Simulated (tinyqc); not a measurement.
Slow cooling against a quench: self-consistent Fermi level with native defects, at growth and after a quench. Computed by tinyqc, a small Python program. Command: `OMP_NUM_THREADS=1 python tinyqc.py 3001111 3001112 out.jsonl scfermi walk`. One thread of a shared host (Intel(R) Xeon(R) Processor @ 2.30GHz), about 0.05 s of CPU time with the checks.

Energies are counted from the top of the valence band (VBM); when the gap shrinks with temperature the conduction band moves and the levels stay. D and A draw on one reservoir with opposite signs, as the two vacancies of a compound do.

Inputs (values chosen for the exercise, with bands modelled on 4H-SiC):

| quantity | value | unit |
|---|---|---|
| gap E_g at 300 K | 3.28 | eV |
| slope -dE_g/dT above 300 K | 0.00024 | eV/K |
| electron mass m_e | 0.384 | m_0 |
| valleys M_c | 3 | - |
| hole mass m_h | 2.01 | m_0 |
| E_f of the neutral native donor D | 1.605 | eV |
| E_f of the neutral native acceptor A | 1.082 | eV |
| shift s of the chemical potential | -0.072 | eV |
| site density N_s | 3.4e+22 | cm^-3 |
| growth temperature T_g | 1390 | K |
| temperature of use T | 300 | K |

Added shallow dopant: none.

levels of D above the VBM, most positive state first (eV): 1.26  1.46

levels of A above the VBM, (0/-1) first (eV): 1.04

Constants: m_0 = 9.1093837015e-31 kg; k_B = 1.380649e-23 J/K; h = 6.62607015e-34 J s; k_B = 8.617333262e-05 eV/K.

Method:
- E_f(D, 0) = input + s and E_f(A, 0) = input - s; E_f(q, E_F = 0) follows from the levels, eps(q/q-1) = E_f(q - 1) - E_f(q) at E_F = 0.
- E_g(T) = E_g - slope x max(0, T - 300 K).
- N_c = 2 M_c (2 pi m_e k_B T/h^2)^(3/2) and N_v = 2 (2 pi m_h k_B T/h^2)^(3/2), masses in units of m_0.
- At growth T = T_g.
- n = N_c F_1/2((E_F - E_g)/k_B T), p = N_v F_1/2(-E_F/k_B T).
- F_1/2(eta) = (2/sqrt(pi)) int_0^infinity sqrt(x)/(1 + exp(x - eta)) dx, by the trapezoid rule in t = sqrt(x) with step 0.02 up to t = 12 (for eta < -12 by exp(eta) - exp(2 eta)/2^(3/2)).
- In equilibrium c_q = N_s exp(-(E_f(q, 0) + q E_F)/k_B T).
- Net charge = p - n + sum q c_q; the log ratio is ln(positive charge/negative charge).
- E_F is the root of the log ratio, by 50 bisections between -0.5 eV and E_g + 0.5 eV.
- After a quench the totals of D and A stay as grown, and each is shared among its charge states with weights exp(-(E_f(q, 0) + q E_F)/k_B T).
- Each E_F by bisection; full equilibrium lets the defects form and vanish at every T.

E_f(q, E_F = 0) (eV): D(+2) -1.187, D(+1) 0.073, D(0) 1.533, A(0) 1.154, A(-1) 2.194

total D = 3.73969e+18 cm^-3

total A = 8.43740e+18 cm^-3

Two histories (densities in cm^-3):

| T (K) | E_F, equilibrium (eV) | n | p | all defects | E_F, frozen (eV) | n, frozen | p, frozen |
|---|---|---|---|---|---|---|---|
| 1170 | 1.1560 | 7.7616e+11 | 5.7756e+15 | 2.1786e+18 | 1.1564 | 7.7979e+11 | 5.7487e+15 |
| 950 | 1.1493 | 3.3759e+09 | 3.2216e+14 | 1.7773e+17 | 1.1493 | 3.3757e+09 | 3.2217e+14 |
| 740 | 1.1434 | 1.0217e+06 | 4.5215e+12 | 4.1265e+15 | 1.1399 | 9.6652e+05 | 4.7796e+12 |
| 520 | 1.1378 | 2.3001e-01 | 1.5305e+09 | 3.2140e+12 | 1.1237 | 1.6777e-01 | 2.0983e+09 |
| 300 | 1.1330 | 1.5321e-17 | 6.6177e+00 | 7.7985e+04 | 1.0929 | 3.2536e-18 | 3.1162e+01 |

What does the comparison show, and why?

At 300 K equilibrium would leave 78000 defects per cm^3 against 1.22e19 frozen in, and E_F differs by -0.040 eV. Both histories end semi-insulating. Real samples lie between, set by the temperature at which diffusion stops.
